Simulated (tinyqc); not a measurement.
## Activation energy and ten-year temperature from two bakes

Inverse problem. tr goes as exp(q Ex/(kB T)); ten years are 3.15576e8 s. Find Ex and the temperature T10 at which tr is ten years.

Constants: q = 1.602176634e-19 C, kB = 1.380649e-23 J/K. Results are converted to the units shown.

time to crystallise at 423 and 438 K (s): [78000, 7447.8127]

Answer. ln tr is linear in 1/T; the line is extended to ten years.

Ex = 2.50 eV
T10 = 377 K

tinyqc, about 0.01 s, one thread, Intel Xeon 2.30GHz (shared host): `OMP_NUM_THREADS=1 python tinyqc.py 2880007 2880008 out.jsonl`
